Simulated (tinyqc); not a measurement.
Pressure-driven transition between two phases with analytic equations of state. Changing the temperature T. Computed by tinyqc, a small Python program. Command: `OMP_NUM_THREADS=1 python tinyqc.py 3008073 3008074 out.jsonl transition sweep`. One thread of a shared host (Intel(R) Xeon(R) Processor @ 2.30GHz), about 0.02 s of CPU time with the checks.

Each phase obeys E = E0 + (9 B0 V0/h^2) {1 + [h (1 - x) - 1] exp(h (1 - x))}, P = 3 B0 (1 - x) x^-2 exp(h (1 - x)), x = (V/V0)^(1/3), h = (3/2)(B' - 1); E0 = 0 for phase 1 and Delta E0 for phase 2. H = E + P V.

Inputs (values chosen for the exercise, for two model phases):

| quantity | value | unit |
|---|---|---|
| volume V0 of phase 1 | 18 | angstrom^3/atom |
| B0 of phase 1 | 266 | GPa |
| B' of phase 1 | 4.27 | - |
| volume V0 of phase 2 | 14.4 | angstrom^3/atom |
| B0 of phase 2 | 323 | GPa |
| B' of phase 2 | 3.88 | - |
| energy of phase 2 above phase 1, Delta E0 | 0.33 | eV/atom |
| entropy of phase 2 less phase 1, Delta S | 0.53 | k_B/atom |

Equation of state: Vinet.

Constants: 1 eV/angstrom^3 = 160.2176634 GPa; k_B = 8.617333262e-05 eV/K.

Method. Start from P = Delta E0/(V0 of phase 1 - V0 of phase 2); at each P solve P(V) = P for both phases and step P(new) = P - (H_2 - H_1)/(V_2 - V_1); stop when |H_2 - H_1| < 1e-10 eV. At the zero-temperature transition the volume change is V_2/V_1 - 1 and the work is P (V_1 - V_2). At T the condition is H_2 - H_1 - T Delta S = 0, with Delta S constant and thermal expansion left out; the Clausius-Clapeyron slope is dP/dT = Delta S/(V_2 - V_1) at the zero-temperature point.

One run for each value:

| temperature T (K) | transition pressure at T (GPa) | linear estimate at T (GPa) |
|---|---|---|
| 100 | 15.13 | 15.13 |
| 300 | 14.69 | 14.68 |
| 500 | 14.25 | 14.24 |
| 800 | 13.59 | 13.58 |
| 1100 | 12.93 | 12.92 |
| 1400 | 12.27 | 12.25 |
| 1800 | 11.40 | 11.37 |

Over the rows, transition pressure at T (GPa) falls from 15.1 to 11.4 (exponent d ln y / d ln x -0.027 between the first rows and -0.29 between the last); linear estimate at T (GPa) falls from 15.1 to 11.4 (exponent d ln y / d ln x -0.027 between the first rows and -0.30 between the last). The line bends away from the linear estimate because V_2 - V_1 changes along it.

Caution (all rows): a constant Delta S holds only at high temperature; it vanishes as T goes to 0, so the shift counted from T = 0 is somewhat too large.
